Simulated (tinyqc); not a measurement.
Implanted layer, carriers, mobility and sheet resistance: one step of the calculation.

An n-type layer from the surface x = 0 to the junction xj, N(x) = N0 exp(-(x - Rp)^2/(2 sg^2)). Local neutrality (no depletion at surface or junction, no spilling of carriers), intrinsic carriers neglected, full ionisation of active dopants.

Question. Sheet quantities by the trapezoid rule. Dose = integral of N, carrier sheet density = integral of n, 1/Rs = q integral of n mu, mean mobility 1/(q Rs sheet density), Hall mobility (unit Hall factor) = integral of n mu^2 over integral of n mu, Hall sheet density = (integral of n mu)^2/integral of n mu^2; all from 0 to xj.

Constants: q = 1.602176634e-19 C. Results are converted to the units shown.

```
point     x (nm)     N (cm^-3)  n (1e19 cm^-3)  mu (cm^2/(V s))
0        0.00000  1.8701416e19       1.8655416        475.05595
1       17.91680  3.6188731e19       3.6142731        380.71356
2       35.83359  5.6703919e19       5.0454000        343.31515
3       53.75039  7.1943849e19       5.0454000        343.31515
4       71.66718  7.3912029e19       5.0454000        343.31515
5       89.58398  6.1486170e19       5.0454000        343.31515
6      107.50077  4.1417189e19       4.1371189        364.82784
7      125.41757  2.2590439e19       2.2544439        445.00920
8      143.33436  9.9772206e18       0.9931221        595.38891
9      161.25116  3.5680862e18       0.3522086        872.06008
10     179.16795  1.0332418e18       0.0987242        1347.4291
11     197.08475  2.4227549e17       0.0196275        2011.8477
12     215.00154        4.6e16       0.0000000        2602.2479
```

Give: dose; carrier sheet density; Rs; mean mobility; Hall mobility; Hall sheet density.

Answer.

dose = 6.960e14 cm^-2
carrier sheet density = 5.838e14 cm^-2
Rs = 28.25 ohm/square
mean mobility = 378.4 cm^2/(V s)
Hall mobility = 404.6 cm^2/(V s)
Hall sheet density = 5.461e14 cm^-2

Carriers make up 83.9 % of the dose. A Hall measurement weights the mobile tail, so its sheet density is 6.5 % below the true one.

Numbers from tinyqc (`OMP_NUM_THREADS=1 python tinyqc.py 2110115 2110116 out.jsonl`; about 0.01 s on one thread of a shared Intel Xeon 2.30GHz).
